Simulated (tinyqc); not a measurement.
# Bandgap voltage reference from two bipolar transistors: effect of the area ratio of the second transistor

Two transistors of area 1 and N carry the same current I. Is(T) = Is (T/T0)^eta exp[(Vg0 q/kB)(1/T0 - 1/T)], VBE1 = Vt ln(I/Is(T)) + I rb, VBE2 = Vt ln(I/(N Is(T))) + I rb/N. The amplifier forces I R1(T) = VBE1 - VBE2 + Vos, with R(T) = R (1 + tc (T - T0)) for both resistors, and the output is Vref = VBE1 + I R2(T). Base currents and the Early effect are neglected.

Vt = kB T/q; I = (Vt ln N + Vos)/(R1(T) - rb (1 - 1/N)). Box coefficient: span of Vref between 233 and 398 K over its average over T and over 165 K. The last column is the R2 that gives zero slope at T0.

Values chosen for this exercise; values of the order met in silicon bipolar transistors:
- T0 = 298 K (reference temperature)
- Vg0 = 1.171 V (band-gap voltage extrapolated to 0 K)
- eta = 4.2 (temperature exponent of the saturation current)
- Is = 5.1e-18 A (saturation current of the unit transistor at T0)
- R1 = 21 kohm (resistor across which the difference of VBE falls, at T0)
- tc = 0 ppm/K (temperature coefficient of both resistors)
- Vos = -1.6 mV (offset of the amplifier)
- rb = 18 ohm (series resistance of the unit transistor)
- R2 = 188.4 kohm (output resistor at T0)

Constants: q = 1.602176634e-19 C, kB = 1.380649e-23 J/K. Results are converted to the units shown.

Result of one run:

| N | I at T0 (uA) | Vref at T0 (V) | slope at T0 (uV/K) | box coefficient (ppm/K) | R2 for zero slope (kohm) |
|---|---|---|---|---|---|
| 2 | 0.7717 | 0.8065 | -1442 | 1865 | 695.3 |

What becomes of these results when the area ratio of the second transistor N is changed from 2 to 15, all else the same?

Result of the changed run:

| N | I at T0 (uA) | Vref at T0 (V) | slope at T0 (uV/K) | box coefficient (ppm/K) | R2 for zero slope (kohm) |
|---|---|---|---|---|---|
| 15 | 3.238 | 1.308 | 234.1 | 169.0 | 167.3 |

The whole series:

| N | I at T0 (uA) | Vref at T0 (V) | slope at T0 (uV/K) | box coefficient (ppm/K) | R2 for zero slope (kohm) |
|---|---|---|---|---|---|
| 2 | 0.7717 | 0.8065 | -1442 | 1865 | 695.3 |
| 4 | 1.620 | 0.9854 | -846.5 | 886.1 | 337.1 |
| 8 | 2.468 | 1.156 | -275.1 | 250.1 | 220.6 |
| 15 | 3.238 | 1.308 | 234.1 | 169.0 | 167.3 |
| 24 | 3.813 | 1.421 | 611.6 | 418.9 | 141.5 |
| 48 | 4.662 | 1.586 | 1165 | 718.2 | 115.1 |
| 100 | 5.560 | 1.759 | 1748 | 970.2 | 95.98 |

As N goes from 2 to 100, Vref rises from 0.8065 to 1.759 V and the box coefficient goes from 1860 through a minimum of 169 (at N = 15 among the rows listed) to 970 ppm/K. A larger N needs a smaller R2/R1, which lowers the gain seen by offset and noise.

Computed by the program tinyqc: `OMP_NUM_THREADS=1 python tinyqc.py 2062166 2062167 out.jsonl`, one thread of a shared Intel Xeon 2.30GHz, about 0.02 s for the whole run.
